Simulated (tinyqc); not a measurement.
Bias-temperature instability, empirical power law with universal recovery: one step of the calculation.

Threshold-voltage shift at the end of a stress: dV = A (V/V0)^g exp[-(Ea q/kB)(1/T - 1/T0)] (t/1 s)^n. After a delay tr the permanent share pp stays and the rest falls by r = 1/(1 + B (tr/t)^be). An empirical model: its parameters are fits, not properties.

Question. What a delayed measurement sees. At V0 and T0, measured shift = dV [pp + (1 - pp) r]; the apparent exponent is the slope of ln(shift) against ln t between the first and last point.

Parameters, values chosen for the exercise:
- V0 = 1.9 V (reference stress voltage)
- T0 = 373 K (reference temperature)
- A = 4.7 mV (shift after 1 s at V0 and T0)
- n = 0.25 (time exponent)
- g = 3.4 (voltage exponent)
- Ea = 0.17 eV (apparent activation energy of the shift)
- pp = 0.49 (permanent share)
- B = 3.8 (recovery scale)
- be = 0.17 (recovery dispersion)
- tr = 0.1 s (delay before the measurement)

Constants: q = 1.602176634e-19 C, kB = 1.380649e-23 J/K. Results are converted to the units shown.

t, point 0 to 2 (s): 100  1000  10000

Wanted: dV; share left; measured; apparent n.

Answer.

```
point	dV (mV)	share left	measured (mV)
0	14.863	0.72456	10.769
1	26.430	0.77429	20.465
2	47.000	0.82187	38.628
```

apparent n = 0.27736

The delay hides 17.8 % of the last shift and raises the exponent from 0.25 to 0.277, since short stresses recover by a larger share.

Computed by the program tinyqc: `OMP_NUM_THREADS=1 python tinyqc.py 2070108 2070109 out.jsonl`, one thread of a shared Intel Xeon 2.30GHz, about 0.01 s for the whole run.
